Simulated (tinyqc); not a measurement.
Worked calculation: hydrogen passivation of interface dangling bonds: competing passivation and dissociation with distributed barriers. Computed by tinyqc, a small Python program that keeps every step. Command: `OMP_NUM_THREADS=1 python tinyqc.py 3029679 3029680 out.jsonl passiv walk`. One thread of a shared host (Intel(R) Xeon(R) Processor @ 2.30GHz), about 0.02 s of CPU time with the checks. Intermediate numbers are printed to about 6 digits and carried at full precision; extremes and crossings named in words are read from the listed rows.

P_b + H2 gives P_bH + H at the rate k_f [H2]; P_bH gives P_b + H at the rate k_d. All defects start unpassivated. E_f and E_d are Gaussian and independent.

Inputs (values chosen for the exercise, close to those used for P_b centres at the silicon-oxide interface): defect density N0 = 9e+11 1/cm^2; passivation prefactor k_f0 = 1e-07 cm^3/s; mean passivation barrier E_f = 1.49 eV; spread sigma_f = 0.074 eV; dissociation prefactor k_d0 = 8e+12 1/s; mean dissociation barrier E_d = 2.55 eV; spread sigma_d = 0.11 eV; H2 in the oxide per atm, solubility factor = 3.9e+17 1/(cm^3 atm); hydrogen pressure p = 0.1 atm; anneal temperature T = 350 C; anneal time t = 1600 s; oxide thickness = 28 nm.

Constants: k_B = 8.617333262e-05 eV/K; e = 1.602176634e-19 C; eps_0 = 8.8541878128e-12 F/m.

## Single barriers

[H2] = solubility factor x p; a = k_f0 [H2] exp(-E_f/(k_B T)), d = k_d0 exp(-E_d/(k_B T)). For one pair of barriers the active share is y = [d + a exp(-(a + d) t)]/(a + d). Temperatures in kelvin are T(C) + 273.15.

passivation rate a = 0.00347187 1/s

dissociation rate d = 1.90436e-08 1/s

a t = 5.55500

steady active share d/(a + d) = 5.48509e-06

active share, single barriers = 0.00387342

Passivation is well advanced.

## Distributed barriers

Average y over both Gaussians with 40 x 40 Gauss-Hermite points. Active density N0 y; threshold shift if each active defect holds one charge, e N0 y t_ox/(3.9 eps_0).

active share y = 0.102353

active density = 9.21173e+10 1/cm^2

threshold shift = 119.673 mV

The spread changes the remainder by a factor 26.4: sigma_f/(k_B T) = 1.38 and sigma_d/(k_B T) = 2.05.

## Best anneal temperature for this time and pressure

Minimise the averaged y over T between 150 and 900 C: find where ln y is equal at T - 0.05 and T + 0.05 C; T is rounded to 0.1 C.

best temperature = 436.3 C

least active share = 7.04370e-04

Caution: a least active share below 1e-3 is a property of the model; measured passivation levels off well above it. Caution: atomic hydrogen, which both passivates and depassivates, and further passivation during cooling are left out.

## Isochronal anneals

The formulas are those given above.

Active share after the time t:
```
T (C)      a (1/s)      d (1/s)  single barriers  distributed
200    5.25126e-07  5.51635e-15      9.99160e-01  9.95823e-01
250    1.72629e-05  2.17572e-12      9.72757e-01  9.23036e-01
300    3.08540e-04  3.02432e-10      6.10386e-01  5.44530e-01
350    3.47187e-03  1.90436e-08      3.87342e-03  1.02353e-01
400    2.72676e-02  6.48042e-07      2.37654e-05  3.91400e-03
450    1.61048e-01  1.35402e-05      8.40688e-05  7.92470e-04
500    7.55962e-01  1.90948e-04      2.52526e-04  1.73166e-03
600    9.79172e+00  1.52974e-02      1.55984e-03  6.72072e-03
700    7.49218e+01  4.97822e-01      6.60070e-03  1.98945e-02
800    3.92334e+02  8.46561e+00      2.11218e-02  4.75029e-02
```

The distributed share is least at 450 C among these rows, 7.9e-4, and the search puts the optimum at 436.3 C. On the cold side defects with high E_f survive; on the hot side dissociation, with the larger barrier, gains on passivation with an energy E_d - E_f = 1.06 eV. In that row single barriers give 8.4e-5, so the spread raises the floor. Caution: shares below about 1e-3 in these rows are formal; measured passivation levels off well above them.

Checks made by the program: Gauss-Hermite average against a fine uniform grid (relative difference 4e-06).
